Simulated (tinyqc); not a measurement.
From one set of inputs to another, one input at a time: growth of a silicide layer between metal and silicon: linear-parabolic kinetics, ramp anneals and Kissinger analysis. Computed by tinyqc, a small Python program. Command: `OMP_NUM_THREADS=1 python tinyqc.py 3008527 3008528 out.jsonl silicide ladder`. One thread of a shared host (Intel(R) Xeon(R) Processor @ 2.30GHz), about 0.07 s of CPU time with the checks.

One compound layer of thickness x grows by diffusion through itself and reaction at an interface, dx/dt = 1/(2x/K + 1/v), until the metal is used up at x = a h.

The inputs printed are set A. Set A is modelled on Ni2Si; the values taken over come from a set modelled on NiSi. Inputs not listed in the table keep their values of set A, so the rows need not describe a real material.

Inputs (values chosen for the exercise, modelled on Ni2Si):
```
quantity                                 value    unit
metal thickness h                            5      nm
silicide formed per metal thickness a     1.47       -
prefactor of the parabolic constant K  3.1e+14  nm^2/s
activation energy E of K                  1.54      eV
prefactor of the interface velocity v  4.5e+14    nm/s
activation energy E_v                     1.69      eV
temperature T                              265       C
time t                                      29       s
```

Constants: k_B = 8.617333262e-05 eV/K.

Method:
- The silicide ends at the thickness a h.
- K = K0 exp(-E/(k_B T)), v = v0 exp(-E_v/(k_B T)).
- Temperatures in kelvin are T(C) + 273.15.
- x^2/K + x/v = t, so x = (K/(2v)) [sqrt(1 + 4 v^2 t/K) - 1], capped at a h; completion time t_c = (a h)^2/K + a h/v, a h being the final thickness; crossover thickness K/v.

Each row keeps all changes above it:
```
input moved                                                                                from             to  completion time (s)  thickness at time t (nm)  crossover thickness (nm)
set A                                                                                         -              -                  156                     1.766                    17.494
metal thickness h (nm)                                                                        5             17                  905                     1.766                    17.494
time t (s)                                                                                   29            830                  905                    23.656                    17.494
prefactor of the parabolic constant K (nm^2/s) and activation energy E of K (eV)  3.1e+14, 1.54  1.3e+13, 1.58                30454                     3.999                     0.310
temperature T (C)                                                                           265            345                  369                    24.990                     0.228
prefactor of the interface velocity v (nm/s) and activation energy E_v (eV)       4.5e+14, 1.69  2.1e+13, 1.74                  549                    24.990                    12.480
```

Completion time goes from 156 to 549, a factor 3.52 in all. The largest single move comes from temperature T (a factor 0.0121), but it runs against the net change; the largest move in the direction of the net change is prefactor of the parabolic constant K with activation energy E of K (a factor 33.6). Thickness at time t goes from 1.77 to 25.0, a factor 14.2 in all. The largest single move comes from time t (a factor 13.4), and prefactor of the parabolic constant K with activation energy E of K works against it (a factor 0.169). Crossover thickness goes from 17.5 to 12.5, a factor 0.713 in all. The largest single move comes from prefactor of the parabolic constant K with activation energy E of K (a factor 0.0177), and prefactor of the interface velocity v with activation energy E_v works against it (a factor 54.8). The single moves hold for this order of the switches; the total does not depend on the order.

Extremes, crossings and ranges named in words are read from the listed rows.
